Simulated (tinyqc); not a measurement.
Plane-wave Kohn-Sham cycle with exchange-only LDA in a layered model solid, step by step. One step of it, computed by the program tinyqc.

Question. Iteration 1: levels at that k. Diagonalise the Hermitian matrix.

H (hartree), lower triangle:
```
           -3         -2         -1         +0         +1         +2        +3
-3   0.596631
-2  -0.075000   0.180473
-1   0.000000  -0.075000  -0.069222
+0   0.000000   0.000000  -0.075000  -0.152454
+1   0.000000   0.000000   0.000000  -0.075000  -0.069222
+2   0.000000   0.000000   0.000000   0.000000  -0.075000   0.180473
+3   0.000000   0.000000   0.000000   0.000000   0.000000  -0.075000  0.596631
```

Give: eigenvalues.

Answer.

eigenvalues (hartree): -0.2294  -0.0906  -0.0165  0.1885  0.1913  0.6100  0.6100
